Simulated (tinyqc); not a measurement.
Changing the Mott potential V: Cabrera-Mott growth of a thin oxide under its own electric field. Computed by tinyqc, a small Python program. Command: `OMP_NUM_THREADS=1 python tinyqc.py 3023694 3023695 out.jsonl cabrera sweep`. One thread of a shared host (Intel(R) Xeon(R) Processor @ 2.30GHz), about 0.04 s of CPU time with the checks.

Electrons cross the film freely and set a fixed potential V across it; the field V/x lowers the barrier for ions entering the oxide.

Inputs (values chosen for the exercise, for a model metal): barrier W = 1.27 eV; ion charge number z = 1; half jump distance b = 1.7 angstrom; prefactor u0 = N Omega nu = 7.4e+13 angstrom/s; temperature T = 250 K; starting thickness x0 = 4.1 angstrom; time t = 680 s.

Backward hops: kept.

Constants: k_B = 8.617333262e-05 eV/K.

Method. u = u0 exp(-W/(k_B T)), X1 = z b V/(k_B T) with V in volts and k_B T in eV; dx/dt = 2 u sinh(X1/x). t(x) = int_(x0)^x dx / (dx/dt) by Gauss-Legendre quadrature (80 points on each side of (x0 + 2 x)/3), solved for x.

One run for each value:
```
Mott potential V (V)  thickness x (angstrom)  field at time t (MV/cm)  rate at time t (angstrom/s)
1.1                                   4.5935                   23.947                   2.9778e-04
1.4                                   5.7557                   24.324                   4.0092e-04
1.6                                   6.5365                   24.478                   4.5279e-04
1.9                                   7.6997                   24.676                   5.2946e-04
2.1                                   8.4706                   24.792                   5.7999e-04
2.4                                   9.6208                   24.946                   6.5502e-04
```

Over the rows, thickness x (angstrom) rises from 4.59 to 9.62 (exponent d ln y / d ln x about 0.95 throughout); field at time t (MV/cm) rises from 23.9 to 24.9 (exponent d ln y / d ln x 0.065 between the first rows and 0.046 between the last); rate at time t (angstrom/s) rises from 2.98e-4 to 6.55e-4 (exponent d ln y / d ln x 1.2 between the first rows and 0.91 between the last). The exponent of thickness x stays between 0.94 and 0.95, near 1: thin-film growth stops near a fixed field V/x. The film grows until the field has dropped to nearly the same value, so x is close to proportional to V. Left out: 0.400, 0.650, 0.900 (no growth at this temperature).

Caution (all rows): the starting field or rate is formal: the first layers form as fast as oxygen arrives.

Extremes, crossings and ranges named in words are read from the listed rows.
